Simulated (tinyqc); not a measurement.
Changing the localisation length xi: hopping conduction between localised states. Computed by tinyqc, a small Python program. Command: `OMP_NUM_THREADS=1 python tinyqc.py 3020486 3020487 out.jsonl hop sweep`. One thread of a shared host (Intel(R) Xeon(R) Processor @ 2.30GHz), about 0.01 s of CPU time with the checks.

Energies are counted from the Fermi level. A small network shows the mechanism; the laws of an infinite system follow.

Inputs (values chosen for the exercise, for a model impurity band): density of states g_0 = 7.6e+20 1/(eV cm^3); permittivity eps = 9.3; activation energy E_a to extended states = 0.089 eV; prefactor of activated conduction = 340 S/cm; prefactor of hopping = 0.08 S/cm; conductance scale G_0 = 1 microsiemens; temperature T = 29 K.

Dimension: 3D.

sites of the small network (nm, nm, meV), columns x, y, energy:
$$\begin{pmatrix}
0 & 1.3 & 0.54 \\
1.03 & 1.04 & 14.14 \\
1.77 & 0.35 & -17.13 \\
2.92 & 1.27 & 14.21 \\
3.95 & 0.58 & 13.81 \\
4.5 & 1.61 & 6.84 \\
5.48 & 1.8 & 19.96 \\
6.4 & 0.14 & 0.46
\end{pmatrix}$$

Constants: k_B = 8.617333262e-05 eV/K; e^2/(4 pi eps_0) = 14.39964548 eV angstrom.

Method:
- Miller-Abrahams exponent s_ij = 2 r_ij/xi + (|E_i| + |E_j| + |E_i - E_j|)/(2 k_B T); G_ij = G_0 exp(-s_ij). The diagonal is set to 0 and not used.
- Site 1 is held at potential 1 and site 8 at 0; Kirchhoff's law sum_j G_ij (u_i - u_j) = 0 fixes the others; G = sum_j G_1j (1 - u_j). G_ij = G_0 exp(-s_ij).
- Mott: T_M = 21.2/(k_B g_0 xi^3), exponent (T_M/T)^(1/4), mean hop r = (3/8) xi times the exponent. Efros-Shklovskii: T_ES = 2.8 e^2/(4 pi eps eps_0 k_B xi), exponent (T_ES/T)^(1/2). Coulomb gap width g_0^(1/2) (e^2/(4 pi eps eps_0))^(3/2). The numerical coefficients come from percolation theory and are given.
- sigma = s_1 exp(-E_a/k_B T) + s_2 exp(-larger of the two exponents); reduced activation energy w = d ln(sigma)/d ln(T) by a central difference of +/- 1 %.

One run for each value:
```
localisation length xi (nm)  hopping part (S/cm)  -ln(G/G_0)    T_M (K)  T_ES (K)
0.26                                   4.396e-14       21.38  1.842e+07     19350
0.34                                   7.541e-12       17.52  8.236e+06     14797
0.46                                   2.945e-10       14.36  3.326e+06     10937
0.61                                   3.794e-09       12.22  1.426e+06      8248
0.81                                   3.526e-08       10.60  6.091e+05      6211
1.10                                   2.812e-07        9.11  2.432e+05      4574
1.40                                   1.171e-06        7.92  1.180e+05      3594
1.90                                   5.665e-06        6.33  4.719e+04      2648
```

Describe and explain the trends.

Over the rows, hopping part (S/cm) rises from 4.40e-14 to 5.67e-6 (exponent d ln y / d ln x 19 between the first rows and 5.2 between the last); -ln(G/G_0) falls from 21.4 to 6.33 (exponent d ln y / d ln x between -0.74 and -0.49); T_M (K) falls from 1.84e7 to 47200 (exponent d ln y / d ln x about -3.0 throughout). The exponent of T_M stays at -3: T_M = 21.2/(k_B g_0 xi^3).
